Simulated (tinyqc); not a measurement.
# Single-junction solar cell, detailed-balance limit: what changes with what

Every photon above the gap Eg makes one pair and none below is absorbed; carriers thermalise at T and move without loss. Jsc = q fs X Phi(Eg, Ts); the dark current is J0 = q ge Phi(Eg, T)/ERE with the Boltzmann factor exp(V/Vt). The efficiency is the electrical power over fs X sigma Ts^4.

Inputs (values chosen for the exercise):
```
symbol    value  unit                                    meaning
T           298     K                           cell temperature
Ts         5760     K          temperature of the black-body sun
fs      2.16e-5        share of the hemisphere filled by the sun
X            10                                    concentration
ERE      0.0001                    external radiative efficiency
ge            2                        number of faces that emit
Eg         2.05    eV                                   band gap
```

Constants: q = 1.602176634e-19 C, kB = 1.380649e-23 J/K, h = 6.62607015e-34 J s, c = 299792458 m/s, Vt = kB T/q. Results are converted to the units shown.

Each table varies one quantity; the others keep the values above.

## Effect of the band gap

Photon flux above E from a black body at temperature T into a hemisphere: Phi(E, T) = A sum_k exp(-k E/th)[E^2 th/k + 2 E th^2/k^2 + 2 th^3/k^3], k = 1, 2, ..., with th = kB T/q in eV and A = 2 pi q^3/(h^3 c^2). J(V) = Jsc - J0 (exp(V/Vt) - 1); Voc = Vt ln(1 + Jsc/J0); at maximum power v = Vmp/Vt solves (1 + v) exp(v) = 1 + Jsc/J0. Pin = fs X sigma Ts^4, sigma = 2 pi^5 kB^4/(15 h^3 c^2). FF = Vmp Jmp/(Voc Jsc).

Effect of the band gap:
```
Eg (eV)  Jsc (mA/cm^2)  Voc (V)  Eg/q - Voc (V)       FF  efficiency (%)
0.5             855.73  0.12060         0.37940  0.53398          4.0875
0.8             696.98  0.39194         0.40806  0.76804          15.562
1.1             537.56  0.66937         0.43063  0.84149          22.459
1.4             397.31  0.94947         0.45053  0.87802          24.567
1.7             283.74   1.2310         0.46898  0.90013          23.320
2               197.00   1.5134         0.48658  0.91506          20.236
2.3             133.61   1.7964         0.50364  0.92586          16.482
2.6             88.847   2.0797         0.52035  0.93407          12.801
2.9             58.105   2.3632         0.53681  0.94054          9.5792
```

Read the table: what changes, and by how much?

As Eg goes from 0.5 to 2.9 eV, Jsc falls from 856 to 58.1 mA/cm^2, Voc rises from 0.121 to 2.36 V and the efficiency goes from 4.09 through a maximum of 24.6 (at Eg = 1.4 eV among the rows listed) to 9.58 %. A wider gap raises the voltage and loses photons, hence the maximum.

## Effect of the concentration

Same model as above.

FF = Vmp Jmp/(Voc Jsc).

Results:
```
X     Jsc (mA/cm^2)  Voc (V)  Eg/q - Voc (V)      FF  efficiency (%)
1             18.49    1.501          0.5486  0.9145           18.83
3             55.48    1.530          0.5204  0.9158           19.21
30            554.8    1.589          0.4612  0.9183           20.01
100            1849    1.620          0.4303  0.9195           20.43
300            5548    1.648          0.4021  0.9206           20.81
1000        1.849e4    1.679          0.3712  0.9218           21.23
3000        5.548e4    1.707          0.3430  0.9228           21.61
```

Estimate the missing row, X = 10.

Computed row:
```
X   Jsc (mA/cm^2)  Voc (V)  Eg/q - Voc (V)      FF  efficiency (%)
10          184.9    1.561          0.4895  0.9171           19.63
```

With this row back in the table: As X goes from 1 to 3000, Jsc rises from 18.5 to 55500 mA/cm^2, Voc rises from 1.50 to 1.71 V and the efficiency rises from 18.8 to 21.6 %. Voc gains 59.1 mV a decade of concentration (Vt ln 10), while Jsc/Pin stays the same. At X = 3000 the current passes 20 A/cm^2, where series resistance and heating, left out here, would dominate.

Numbers from tinyqc (`OMP_NUM_THREADS=1 python tinyqc.py 2820028 2820029 out.jsonl`; about 0.01 s on one thread of a shared Intel Xeon 2.30GHz).
